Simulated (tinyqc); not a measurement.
CCSD on RHF in the sto-6g basis, for BeH2, spin multiplicity 1, step by step. One step of it, computed by the program tinyqc.

Task: Iteration 7 (converged): orbitals. Diagonalise F' = X^T F X, C = X C', fill 3 alpha and 3 beta electrons from the bottom; D = 2 C_occ C_occ^T. Each column has its largest component positive (the first on a tie).

converged F (hartree), order 1Be 1s, 1Be 2s, 1Be 2px, 1Be 2py, 1Be 2pz, 2H 1s, 3H 1s:
$$\begin{pmatrix}
-4.593104 & -1.248967 & 0.000000 & 0.000120 & 0.000711 & -0.284464 & -0.300587 \\
-1.248967 & -0.585584 & 0.000000 & 0.003610 & -0.006826 & -0.376175 & -0.385060 \\
0.000000 & 0.000000 & 0.209931 & 0.000000 & 0.000000 & 0.000000 & 0.000000 \\
0.000120 & 0.003610 & 0.000000 & -0.199527 & 0.000136 & -0.320300 & 0.324177 \\
0.000711 & -0.006826 & 0.000000 & 0.000136 & 0.209632 & -0.008459 & -0.008552 \\
-0.284464 & -0.376175 & 0.000000 & -0.320300 & -0.008459 & -0.275899 & -0.033309 \\
-0.300587 & -0.385060 & 0.000000 & 0.324177 & -0.008552 & -0.033309 & -0.285365
\end{pmatrix}$$

X, order 1Be 1s, 1Be 2s, 1Be 2px, 1Be 2py, 1Be 2pz, 2H 1s, 3H 1s:
$$\begin{pmatrix}
0.014596 & -0.343179 & 0.935597 & 0.000000 & -0.145497 & 0.133196 & 0.213443 \\
-0.075705 & 1.165790 & -0.080878 & 0.000000 & -0.020954 & 0.276364 & 0.445130 \\
0.000000 & 0.000000 & 0.000000 & 1.000000 & 0.000000 & 0.000000 & 0.000000 \\
1.315208 & 0.062266 & 0.002439 & 0.000000 & -0.000468 & 0.467899 & -0.287800 \\
-0.002502 & 0.039829 & 0.160733 & 0.000000 & 0.986464 & 0.008916 & 0.014247 \\
-0.899714 & -0.784567 & -0.278207 & 0.000000 & 0.044053 & 0.511316 & 0.100978 \\
0.997268 & -0.696316 & -0.273638 & 0.000000 & 0.043374 & -0.136719 & 0.501357
\end{pmatrix}$$

Give: F' = X^T F X; orbital energies; coefficients C; D after iteration 7.

Result:

F' = X^T F X (hartree):
$$\begin{pmatrix}
0.819 & 0.016 & -0.016 & 0.000 & 0.002 & 0.037 & -0.030 \\
0.016 & 0.338 & 0.556 & 0.000 & -0.084 & 0.119 & 0.188 \\
-0.016 & 0.556 & -3.608 & 0.000 & 0.631 & -0.845 & -1.364 \\
0.000 & 0.000 & 0.000 & 0.210 & 0.000 & 0.000 & 0.000 \\
0.002 & -0.084 & 0.631 & 0.000 & 0.105 & 0.144 & 0.232 \\
0.037 & 0.119 & -0.845 & 0.000 & 0.144 & -0.634 & -0.377 \\
-0.030 & 0.188 & -1.364 & 0.000 & 0.232 & -0.377 & -1.015
\end{pmatrix}$$

orbital energies (hartree): MO1 -4.595, MO2 -0.442, MO3 -0.403, MO4 0.209, MO5 0.210, MO6 0.414, MO7 0.822

coefficients C, order 1Be 1s, 1Be 2s, 1Be 2px, 1Be 2py, 1Be 2pz, 2H 1s, 3H 1s:
$$\begin{pmatrix}
0.995 & -0.207 & -0.013 & 0.015 & 0.000 & -0.212 & 0.003 \\
0.021 & 0.571 & 0.040 & -0.071 & 0.000 & 1.145 & -0.036 \\
0.000 & 0.000 & 0.000 & 0.000 & 1.000 & 0.000 & 0.000 \\
0.000 & -0.032 & 0.497 & 0.000 & 0.000 & 0.018 & 1.337 \\
0.000 & 0.008 & 0.001 & 0.997 & 0.000 & 0.077 & -0.001 \\
-0.002 & 0.369 & 0.444 & 0.032 & 0.000 & -0.784 & -0.910 \\
-0.002 & 0.423 & -0.390 & 0.031 & 0.000 & -0.760 & 0.958
\end{pmatrix}$$

D after iteration 7, order 1Be 1s, 1Be 2s, 1Be 2px, 1Be 2py, 1Be 2pz, 2H 1s, 3H 1s:
$$\begin{pmatrix}
2.065 & -0.196 & 0.000 & 0.001 & -0.003 & -0.169 & -0.170 \\
-0.196 & 0.657 & 0.000 & 0.003 & 0.009 & 0.456 & 0.452 \\
0.000 & 0.000 & 0.000 & 0.000 & 0.000 & 0.000 & 0.000 \\
0.001 & 0.003 & 0.000 & 0.496 & 0.000 & 0.417 & -0.414 \\
-0.003 & 0.009 & 0.000 & 0.000 & 0.000 & 0.006 & 0.006 \\
-0.169 & 0.456 & 0.000 & 0.417 & 0.006 & 0.665 & -0.034 \\
-0.170 & 0.452 & 0.000 & -0.414 & 0.006 & -0.034 & 0.661
\end{pmatrix}$$
